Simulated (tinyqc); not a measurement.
## Nanowire ballistic transistor, top-of-the-barrier model: effect of the temperature

At the top of the source barrier, states moving towards the drain are filled by the source (Fermi level 0) and states moving back by the drain (Fermi level -q Vd); nothing scatters. U is the shift of the band edge there, set by the capacitances CG, CD and CS (the total) and by the charge. Parabolic one-dimensional subband; the source is grounded.

N0 = gv sqrt(2 m kB T/pi)/hbar, CG = 2 pi eps0 eox/ln(1 + 2 tox/d), CS = CG/aG, n0 = n at U = 0 and Vd = 0. eta1 = -(E0 + U)/Vt, eta2 = eta1 - Vd/Vt, n = (N0/2)[F_(-1/2)(eta1) + F_(-1/2)(eta2)], F_(-1/2)(x) = (1/sqrt(pi)) int_0^infinity u^(-1/2)/(1 + exp(u - x)) du. U = UL + q (n - n0)/CS with UL = -(aG Vg + aD Vd), energies in eV. I = gv (2 q^2/h) Vt [ln(1 + exp eta1) - ln(1 + exp eta2)]. CQ = (q/Vt) dn/d(eta1). E0 is held fixed.

Inputs (values chosen for the exercise); mass and valleys close to those of germanium:
- m = 0.117 m0 (effective mass)
- gv = 4 (valley degeneracy)
- eox = 7.5 (relative permittivity of the gate insulator)
- tox = 3.5 nm (insulator thickness)
- d = 2 nm (wire diameter)
- aG = 0.81 (gate control CG/CS)
- aD = 0.034 (drain control CD/CS)
- E0 = 0.35 eV (band edge at the barrier top above the source Fermi level at zero bias)
- Vg = 0.7 V (gate voltage)
- Vd = 0.7 V (drain voltage)

Constants: q = 1.602176634e-19 C, kB = 1.380649e-23 J/K, hbar = 1.054571817e-34 J s, h = 6.62607015e-34 J s, m0 = 9.1093837015e-31 kg, Vt = kB T/q, eps0 = 8.8541878128e-14 F/cm where lengths are in cm. Results are converted to the units shown.

Result of one run:
```
T (K)    eta1  n (cm^-1)  I (uA)  mean velocity I/(q n) (cm/s)   CQ/CS
240    2.0610   4.2362e6  13.978                      2.0596e7  2.6686
```

What becomes of these results when the temperature T is changed from 240 to 77 K, all else the same?

Result of the changed run:
```
T (K)    eta1  n (cm^-1)  I (uA)  mean velocity I/(q n) (cm/s)   CQ/CS
77     5.8194   4.3219e6  11.973                      1.7291e7  2.7862
```

The whole series:
```
T (K)    eta1  n (cm^-1)  I (uA)  mean velocity I/(q n) (cm/s)   CQ/CS
50     8.8494   4.3323e6  11.817                      1.7025e7  2.7229
77     5.8194   4.3219e6  11.973                      1.7291e7  2.7862
120    3.8439   4.2976e6  12.387                      1.7990e7  2.8627
180    2.6681   4.2627e6  13.149                      1.9253e7  2.8166
240    2.0610   4.2362e6  13.978                      2.0596e7  2.6686
300    1.6784   4.2198e6  14.819                      2.1919e7  2.4938
360    1.4098   4.2125e6  15.655                      2.3196e7  2.3235
420    1.2082   4.2130e6  16.485                      2.4421e7  2.1679
```

As T goes from 50 to 420 K, n falls from 4.33e6 to 4.21e6 cm^-1, the mean velocity rises from 1.70e7 to 2.44e7 cm/s and the current rises from 11.8 to 16.5 uA. CQ/CS goes from 2.7 to 2.2.

tinyqc, about 0.03 s, one thread, Intel Xeon 2.30GHz (shared host): `OMP_NUM_THREADS=1 python tinyqc.py 2400018 2400019 out.jsonl`
